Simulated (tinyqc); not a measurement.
Along the crystal: crystal pulling from the melt: segregation, interface stability, heat balance and point-defect regime. Computed by tinyqc, a small Python program. Command: `OMP_NUM_THREADS=1 python tinyqc.py 3030775 3030776 out.jsonl pull walk`. One thread of a shared host (Intel(R) Xeon(R) Processor @ 2.30GHz), about 0.01 s of CPU time with the checks.

A dilute solute; steady pulling with a flat interface unless it is found unstable.

Inputs (values chosen for the exercise, for a model semiconductor):
```
quantity                         value          unit
equilibrium coefficient k0        0.24             -
initial melt concentration C0  1.1e+18        1/cm^3
diffusivity in the melt D      0.00035        cm^2/s
kinematic viscosity nu          0.0034        cm^2/s
crystal rotation                    20           rpm
pull rate V                        1.7        mm/min
gradient in the melt G_L             9          K/cm
solid conductivity k_S            21.4       W/(m K)
melt conductivity k_L             58.1       W/(m K)
latent heat per volume L          4110        J/cm^3
melting point T_m                 1685             K
interface energy gamma            0.44         J/m^2
frozen fraction g                 0.24             -
critical ratio xi_c               0.13  mm^2/(min K)
evaporation number beta           0.84             -
```

Loss from the melt surface: evaporation.

Constants: k_B = 1.380649e-23 J/K.

Method:
- delta = 1.61 D^(1/3) nu^(1/6) omega^(-1/2), omega = 2 pi rpm/60; k_eff = k0/[k0 + (1 - k0) exp(-V delta/D)] (Burton, Prim and Slichter); the melt at the interface is enriched by k_eff/k0.
- Axial profile: C_s = k_eff C0 (1 - g)^(k_eff - 1 + beta), where beta, the evaporation velocity times the free melt area over the volume growth rate, is taken constant; bulk melt C_L = C_s/k_eff. Usable fraction: the g at which C_s has changed by 30 % from its first value (0.99 at most).
- k_S G_S = k_L G_L + L V; the largest rate for this G_S, with G_L = 0, is k_S G_S/L. Voronkov: the crystal grows vacancy-rich if V/G_S > xi_c and interstitial-rich if below; at fixed G_L the neutral rate solves V = xi_c G_S(V).
- Liquidus slope per concentration (van 't Hoff): |m| = k_B T_m^2 (1 - k0)/L. Solute gradient at the interface: G_C = (V/D) C_s (1 - k0)/k0. Constitutional supercooling sets in when |m| G_C > G_L. Critical C_s from the equality.
- Mullins-Sekerka for a thick solute layer: a ripple of wave number w grows if S(w) = -Gam w^2 - G* + |m| G_C (w* - V/D)/(w* - (1 - k0) V/D) > 0, Gam = gamma T_m/L, G* = (k_S G_S + k_L G_L)/(k_S + k_L), w* = V/(2D) + sqrt((V/(2D))^2 + w^2).
- The critical C_s is that at which the maximum of S over w is zero.

k_eff = 0.287702

critical C_s = 4.84346e+19 1/cm^3

critical C_s, Mullins-Sekerka = 1.53546e+20 1/cm^3

Axial profile:
```
g     C_s (1/cm^3)  C_s/C_s(0)  the same for k0, no loss  C_s over constitutional limit  C_s over Mullins-Sekerka limit
0.00    3.1647e+17      1.0000                     1.000                      0.0065340                       0.0020611
0.20    3.0758e+17      0.9719                     1.185                      0.0063505                       0.0020032
0.40    2.9649e+17      0.9368                     1.474                      0.0061214                       0.0019309
0.60    2.8153e+17      0.8896                     2.006                      0.0058125                       0.0018335
0.75    2.6513e+17      0.8378                     2.868                      0.0054739                       0.0017267
0.85    2.4838e+17      0.7848                     4.228                      0.0051282                       0.0016176
0.92    2.2922e+17      0.7243                     6.818                      0.0047326                       0.0014929
0.97    2.0224e+17      0.6390                    14.368                      0.0041755                       0.0013171
```

What does the comparison show, and why?

C_s changes by a factor 0.639 up to g = 0.97, against 14.4 for k0 without loss. Neither limit is reached. Caution: the onset wavelength exceeds the stirred boundary layer, so flow cuts off the solute field assumed in this theory.

Extremes, crossings and ranges named in words are read from the listed rows.
